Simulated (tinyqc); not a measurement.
Worked calculation: coupled-perturbed Hartree-Fock on RHF in the sto-3g basis, for H3+, spin multiplicity 1. One step of it, computed by the program tinyqc.

Task: Response to a field: uncoupled start. Field along z; U_ai = -mu_ai / (e_a - e_i), alpha = -4 sum U_ai mu_ai.

orbital energies (hartree): [-1.050110, -0.326696, 0.402392]

dipole integrals <a|z|i> (bohr), order a2, a3:
```
[[1.262382],
 [0.000000]]
```

Give: uncoupled U; uncoupled polarisability.

Result:

uncoupled U, order a2, a3:
```
[[-1.745],
 [0.000]]
```

uncoupled polarisability = 8.812 bohr^3
